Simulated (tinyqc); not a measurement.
# Signal and retention of a DRAM cell: several studies

A stored one starts at Vd and leaks: Cs dV/dt = -I(V), I = a sqrt((V + Vb)/(Vd + Vb)) + b, with a = Ig exp[-(Eg1 q/kB)(1/T - 1/T0)] (generation in a depletion layer) and b = Is exp[-(Es q/kB)(1/T - 1/T0)]. The bit line is precharged to Vd/2, and charge sharing gives the signal (V - Vd/2) Cs/(Cs + Cb).

Values chosen for this exercise:

| symbol | value | unit | meaning |
|---|---|---|---|
| Vd | 1.5 | V | array voltage |
| Cs | 13 | fF | cell capacitance |
| Cb | 57 | fF | bit-line capacitance |
| dm | 47 | mV | smallest signal that the sense amplifier resolves |
| Vb | 1.48 | V | built-in plus back-bias voltage of the storage junction |
| Ig | 5 | fA | junction leakage at V = Vd and T0 |
| Is | 2.3 | fA | voltage-independent leakage at T0 |
| Es | 0.31 | eV | activation energy of Is |
| T0 | 358 | K | reference temperature |
| T | 328 | K | temperature |
| sg | 0.69 |  | deviation of ln(retention time) over the cells |
| Nc | 1.72e10 |  | cells |
| tr | 64 | ms | refresh interval |
| Eg1 | 0.63 | eV | activation energy of Ig |

Constants: q = 1.602176634e-19 C, kB = 1.380649e-23 J/K. Results are converted to the units shown.

Each table varies one quantity; the others keep the values above.

## Effect of the bit-line capacitance

The cell fails below Vc = Vd/2 + dm (Cs + Cb)/Cs. With s = sqrt((Vc + Vb)/(Vd + Vb)), the time from Vd to Vc is t = [2 Cs (Vd + Vb)/a] [1 - s - (b/a) ln((a + b)/(a s + b))]. This time is the median of a log-normal spread: failing cells = Nc erfc(z/sqrt 2)/2, z = ln(t/tr)/sg.

Effect of the bit-line capacitance:

| Cb (fF) | Vc (V) | retention time (s) | failing cells |
|---|---|---|---|
| 15 | 0.8512 | 5.125 | 1.826 |
| 30 | 0.9055 | 4.686 | 4.214 |
| 45 | 0.9597 | 4.248 | 10.32 |
| 60 | 1.014 | 3.813 | 27.07 |
| 75 | 1.068 | 3.380 | 77.22 |
| 90 | 1.122 | 2.949 | 243.9 |
| 105 | 1.177 | 2.520 | 876.2 |
| 120 | 1.231 | 2.093 | 3718 |

Read the table: what changes, and by how much?

Vc rises by dm/Cs = 3.62 mV for each fF, and the retention time falls from 5.13 to 2.09 s; the margin is gone at Cb = 194 fF.

## Effect of the cell capacitance

Same model as above.

Effect of the cell capacitance:

| Cs (fF) | Vc (V) | retention time (s) | failing cells |
|---|---|---|---|
| 4 | 1.467 | 0.07881 | 6.561e9 |
| 8 | 1.132 | 1.768 | 1.297e4 |
| 12 | 1.020 | 3.473 | 61.14 |
| 16 | 0.9644 | 5.182 | 1.645 |
| 20 | 0.9310 | 6.892 | 0.1023 |
| 24 | 0.9086 | 8.603 | 0.01051 |
| 28 | 0.8927 | 10.31 | 0.001513 |
| 32 | 0.8807 | 12.03 | 2.785e-4 |

Read the table: what changes, and by how much?

The retention time rises from 0.0788 to 12.0 s, as Cs^(4.49) between the first two rows and Cs^(1.15) between the last two: faster than Cs, because the margin Vd - Vc grows too. It vanishes at Cs = 3.81 fF, where even a fresh one gives only dm.

## Failing cells against the refresh interval

Same model as above.

Failing cells against the refresh interval:

| tr (ms) | z | failing cells |
|---|---|---|
| 16 | 7.965 | 1.416e-5 |
| 32 | 6.961 | 0.02908 |
| 64 | 5.956 | 22.18 |
| 128 | 4.952 | 6324 |
| 256 | 3.947 | 6.800e5 |
| 512 | 2.943 | 2.799e7 |
| 1024 | 1.938 | 4.525e8 |
| 2048 | 0.9335 | 3.015e9 |

Read the table: what changes, and by how much?

Doubling the interval lowers z by ln 2/sg = 1.00 and multiplies the count by 2050 between the first two rows and by 6.66 between the last two. The count passes 1 at tr = 64 ms among the rows.

Range of the model: Real arrays also hold a tail of unusually leaky cells and cells whose retention varies in time, which this model lacks.

tinyqc, about 0.01 s, one thread, Intel Xeon 2.30GHz (shared host): `OMP_NUM_THREADS=1 python tinyqc.py 2130146 2130147 out.jsonl`
